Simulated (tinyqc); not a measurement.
Inside a calculation. Method: coupled-perturbed Hartree-Fock on RHF in the sto-3g basis, for H3+, spin multiplicity 1. Computed by tinyqc, a small Python program that keeps every step (integrals from PySCF). Settings: charge = 1, multiplicity = 1, basis = sto-3g, method = RHF, energy threshold = 1e-10, iteration cap = 76, orthogonalisation = symmetric, start = Wolfsberg-Helmholz matrix, DIIS depth = 6. Command: `OMP_NUM_THREADS=1 python tinyqc.py 22925 22926 out.jsonl` (the two numbers bound the seeds that draw the settings). One thread of a shared host (Intel(R) Xeon(R) Processor @ 2.60GHz), about 0.1 s of CPU time with the checks. Later iterations appear only in the table of the cycle.

## One-electron integrals

Geometry (angstrom):
```
atom        x        y         z
H     0.00000  0.00000   0.00000
H     0.00000  0.00000   0.88600
H     0.00000  0.00000  -0.88600
```

Basis sto-3g: exponents (1/bohr^2) and contraction coefficients of normalised primitives:
```
element  l (shell)  exponent  coefficient
H            s (1)   3.42525      0.15433
H            s (1)   0.62391      0.53533
H            s (1)   0.16886      0.44463
```

Overlap, kinetic and nuclear-attraction integrals over the contracted functions; the nuclear repulsion is the sum of Za Zb / Rab.

nuclear repulsion = 1.4931637 hartree

overlap S:
```
         1H 1s    2H 1s    3H 1s
1H 1s  1.00000  0.56594  0.56594
2H 1s  0.56594  1.00000  0.17136
3H 1s  0.56594  0.17136  1.00000
```

kinetic energy T (hartree):
```
         1H 1s     2H 1s     3H 1s
1H 1s  0.76003   0.15917   0.15917
2H 1s  0.15917   0.76003  -0.00531
3H 1s  0.15917  -0.00531   0.76003
```

nuclear attraction V (hartree):
```
          1H 1s     2H 1s     3H 1s
1H 1s  -2.36373  -1.18322  -1.18322
2H 1s  -1.18322  -2.09345  -0.33186
3H 1s  -1.18322  -0.33186  -2.09345
```

core Hamiltonian H = T + V (hartree):
```
          1H 1s     2H 1s     3H 1s
1H 1s  -1.60370  -1.02405  -1.02405
2H 1s  -1.02405  -1.33342  -0.33718
3H 1s  -1.02405  -0.33718  -1.33342
```

## Two-electron integrals

Functions are numbered as in S; the eight-fold symmetry (ij|kl) = (ji|kl) = (kl|ij) leaves the list below.

Two-electron integrals (ij|kl) in chemists' order, unique and non-zero (hartree):
```
(11|11) 0.77461   (21|11) 0.36509   (21|21) 0.21110   (22|11) 0.51670
(22|21) 0.36509   (22|22) 0.77461   (31|11) 0.36509   (31|21) 0.16044
(31|22) 0.21883   (31|31) 0.21110   (32|11) 0.10488   (32|21) 0.05394
(32|22) 0.08525   (32|31) 0.05394   (32|32) 0.01576   (33|11) 0.51670
(33|21) 0.21883   (33|22) 0.29632   (33|31) 0.36509   (33|32) 0.08525
(33|33) 0.77461
```

## Orthogonalisation

S = U s U^T; symmetric (Loewdin) form X = U s^(-1/2) U^T, so that X^T S X = 1.

eigenvalues of S: 0.28074  0.82864  1.89062

X:
```
          1H 1s     2H 1s     3H 1s
1H 1s   1.36904  -0.40781  -0.40781
2H 1s  -0.40781   1.17205   0.07350
3H 1s  -0.40781   0.07350   1.17205
```

## Starting guess

The start is the generalised Wolfsberg-Helmholz matrix (K = 1.75) built on H; D = 2 C_occ C_occ^T.

D at the start:
```
         1H 1s    2H 1s    3H 1s
1H 1s  0.65872  0.37342  0.37342
2H 1s  0.37342  0.21169  0.21169
3H 1s  0.37342  0.21169  0.21169
```

## Iteration 1: building the Fock matrix

J_ij = sum D_kl (ij|kl), K_ij = sum D_kl (ik|jl); F = H + J - 0.5 K; E = tr D H + tr D J / 2 - 0.25 tr D K + E_nn.

Coulomb J (hartree):
```
         1H 1s    2H 1s    3H 1s
1H 1s  1.31874  0.66443  0.66443
2H 1s  0.66443  1.03925  0.19242
3H 1s  0.66443  0.19242  1.03925
```

exchange K (hartree):
```
         1H 1s    2H 1s    3H 1s
1H 1s  1.21288  0.75779  0.75779
2H 1s  0.75779  0.65541  0.41156
3H 1s  0.75779  0.41156  0.65541
```

Fock matrix F (hartree):
```
          1H 1s     2H 1s     3H 1s
1H 1s  -0.89139  -0.73852  -0.73852
2H 1s  -0.73852  -0.62187  -0.35054
3H 1s  -0.73852  -0.35054  -0.62187
```

total energy of this density = -1.2044908 hartree

## Iteration 1: diagonalisation and new density

Diagonalise F' = X^T F X, C = X C', fill 1 alpha and 1 beta electrons from the bottom; D = 2 C_occ C_occ^T. Each column has its largest component positive (the first on a tie).

F' = X^T F X (hartree):
```
          1         2         3
1  -0.34487  -0.51338  -0.51338
2  -0.51338  -0.31601   0.01144
3  -0.51338   0.01144  -0.31601
```

orbital energies (hartree): MO1 -1.05102, MO2 -0.32745, MO3 0.40158

coefficients C:
```
           MO1       MO2       MO3
1H 1s  0.57928   0.00000   1.36796
2H 1s  0.32174   0.77679  -0.91569
3H 1s  0.32174  -0.77679  -0.91569
```

D after iteration 1:
```
         1H 1s    2H 1s    3H 1s
1H 1s  0.67112  0.37276  0.37276
2H 1s  0.37276  0.20704  0.20704
3H 1s  0.37276  0.20704  0.20704
```

## Iteration 4 (converged): orbitals

converged F (hartree):
```
          1H 1s     2H 1s     3H 1s
1H 1s  -0.89109  -0.73795  -0.73795
2H 1s  -0.73795  -0.62063  -0.34992
3H 1s  -0.73795  -0.34992  -0.62063
```

As before.

F' = X^T F X (hartree):
```
          1         2         3
1  -0.34495  -0.51332  -0.51332
2  -0.51332  -0.31473   0.01197
3  -0.51332   0.01197  -0.31473
```

orbital energies (hartree): MO1 -1.05011, MO2 -0.32670, MO3 0.40239

coefficients C:
```
           MO1       MO2       MO3
1H 1s  0.58017   0.00000   1.36758
2H 1s  0.32114   0.77679  -0.91590
3H 1s  0.32114  -0.77679  -0.91590
```

D after iteration 4:
```
         1H 1s    2H 1s    3H 1s
1H 1s  0.67320  0.37264  0.37264
2H 1s  0.37264  0.20627  0.20627
3H 1s  0.37264  0.20627  0.20627
```

## Convergence

Stop when the energy changes by less than 1e-10 hartree and every element of the error matrix X^T (F D S - S D F) X is below 3e-06.

Course of the cycle:
```
iteration  E (hartree)     change  largest element of the error matrix
1           -1.2044908          -                             8.07e-03
2           -1.2045421  -5.12e-05                             1.15e-03
3           -1.2045431  -1.07e-06                             7.08e-08
4           -1.2045431  -3.55e-15                             2.96e-08
```

PySCF RHF in the same basis = -1.2045431 hartree

Converged in 4 iterations.

## Populations, bond orders and dipole

Mulliken: Z minus the diagonal of D S on the atom; Loewdin: the same with S^(1/2) D S^(1/2); Mayer order: 2 sum_s sum (D(s) S)_ij (D(s) S)_ji over the two atoms.

Charges (e):
```
atom  Mulliken   Loewdin
1H    -0.09499  -0.02905
2H     0.54749   0.51452
3H     0.54749   0.51452
```

Mayer bond orders:
```
pair    order
2-1   0.49549
3-1   0.49549
3-2   0.20476
```

dipole moment about the origin, x y z (debye): 0.00000  0.00000  0.00000

## Integrals over molecular orbitals

(pq|rs) = sum C_ip C_jq C_kr C_ls (ij|kl), one index at a time.

one-electron integrals over orbitals h = C^T H C (hartree):
```
          1         2         3
1  -1.64760   0.00000  -0.10084
2   0.00000  -1.20226   0.00000
3  -0.10084   0.00000  -0.67143
```

Two-electron integrals over orbitals (pq|rs), unique and non-zero (hartree):
```
(11|11) 0.59749    (21|21) 0.14588    (22|11) 0.51072    (22|22) 0.55449
(31|11) 0.10084    (31|22) -0.02760   (31|31) 0.13169    (32|21) -0.13753
(32|32) 0.15639    (33|11) 0.60275    (33|22) 0.54257    (33|31) 0.08759
(33|33) 0.64785
```

## Response to a field: uncoupled start

dipole integrals <a|z|i> (bohr):
```
         i1
a2  1.26238
a3  0.00000
```

Field along z; U_ai = -mu_ai / (e_a - e_i), alpha = -4 sum U_ai mu_ai.

uncoupled U:
```
          i1
a2  -1.74503
a3   0.00000
```

uncoupled polarisability = 8.81160 bohr^3

## Coupled step 1

U_ai = -(mu_ai + sum_bj [4 (ai|bj) - (ab|ij) - (aj|bi)] U_bj) / (e_a - e_i); alpha = -4 sum U_ai mu_ai.

U after step 1:
```
          i1
a2  -1.92134
a3   0.00000
```

polarisability = 9.70184 bohr^3

## Coupled step 2

As before.

U after step 2:
```
          i1
a2  -1.93915
a3   0.00000
```

polarisability = 9.79178 bohr^3

## Coupled polarisability

Repeat until U stops changing; compare with -d2E/dF2.

Course of the coupled iterations:
```
step  alpha (bohr^3)
0            8.81160
1            9.70184
2            9.79178
3            9.80086
4            9.80178
5            9.80188
6            9.80189
7            9.80189
8            9.80189
9            9.80189
```

coupled polarisability = 9.80189 bohr^3

finite-field check, fields of +/-0.001 au = 9.80187 bohr^3
